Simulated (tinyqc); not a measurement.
Rate against the binding of B: microkinetic model of a Langmuir-Hinshelwood surface reaction A + (1/2) B2 = AB with Bronsted-Evans-Polanyi barriers. Computed by tinyqc, a small Python program. Command: `OMP_NUM_THREADS=1 python tinyqc.py 3006936 3006937 out.jsonl microkin walk`. One thread of a shared host (Intel(R) Xeon(R) Processor @ 2.30GHz), about 0.01 s of CPU time with the checks.

A adsorbs in equilibrium; B2 dissociates irreversibly on two free sites; adsorbed A and B react irreversibly and AB leaves at once. theta_A + theta_B + theta_* = 1.

Inputs (values chosen for the exercise, for a model catalyst):
```
quantity                              value   unit
adsorption energy of A, E_A           -1.16     eV
entropy loss of A, S_A                  1.9  meV/K
entropy loss of B2, S_B                 1.5  meV/K
slope a1 of the dissociation barrier   0.64      -
intercept b1                            1.1     eV
slope a2 of the reaction barrier       0.42      -
intercept b2                           0.28     eV
pressure p_A                           0.21    bar
pressure p_B                           0.59    bar
temperature T                           775      K
```

Constants: k_B = 8.617333262e-05 eV/K; hbar = 6.582119569e-16 eV s.

Method. K_A = exp(-(E_A + T S_A)/(k_B T)) per bar; barriers E1 = max(b1 + a1 2 E_B, 0), E2 = b2 - a2 (E_A + E_B); k1 = (k_B T/h) exp(-S_B/k_B) exp(-E1/(k_B T)) per bar, k2 = (k_B T/h) exp(-E2/(k_B T)), h = 2 pi hbar. theta_A = K_A p_A theta_*; 2 k1 p_B theta_*^2 = k2 theta_A theta_B, so theta_B = w theta_* with w = 2 k1 p_B/(k2 K_A p_A); theta_* = 1/(1 + K_A p_A + w); rate r = k2 theta_A theta_B.

Changing E_B at fixed E_A:
```
E_B (eV)  E1 (eV)  E2 (eV)     theta_*     theta_A     theta_B  log10 r
-2.40           0   1.7752  1.7132e-07  3.3409e-10  1.0000e+00  -7.8120
-2.10           0   1.6492  1.1303e-06  2.2041e-09  1.0000e+00  -6.1733
-1.80           0   1.5232  7.4568e-06  1.4541e-08  9.9999e-01  -4.5345
-1.50           0   1.3972  4.9193e-05  9.5931e-08  9.9995e-01  -2.8958
-1.25           0   1.2922  2.3694e-04  4.6205e-07  9.9976e-01  -1.5304
-1.00           0   1.1872  1.1404e-03  2.2238e-06  9.9886e-01  -0.1656
-0.75        0.14   1.0822  4.2827e-02  8.3516e-05  9.5709e-01   2.0734
-0.50        0.46   0.9772  9.6112e-01  1.8743e-03  3.7005e-02   2.6945
-0.25        0.78   0.8722  9.9799e-01  1.9461e-03  6.6200e-05   0.6463
0.00         1.10   0.7672  9.9805e-01  1.9463e-03  1.1406e-07  -1.4346
```

What follows from these numbers?

The rate is highest at E_B = -0.5 eV among these rows, where theta_B = 0.037. On the weak-binding side log10 r falls by 8.3 per eV, from the dissociation barrier (2 a1/(k_B T ln 10) = 8.3). On the strong-binding side B fills the surface and the rate falls again: the Sabatier volcano. Caution: in some rows B is close to or above its equilibrium coverage with B2 gas; desorption of B2, left out here, would change these rates and can move the peak.

Extremes, crossings and ranges named in words are read from the listed rows.
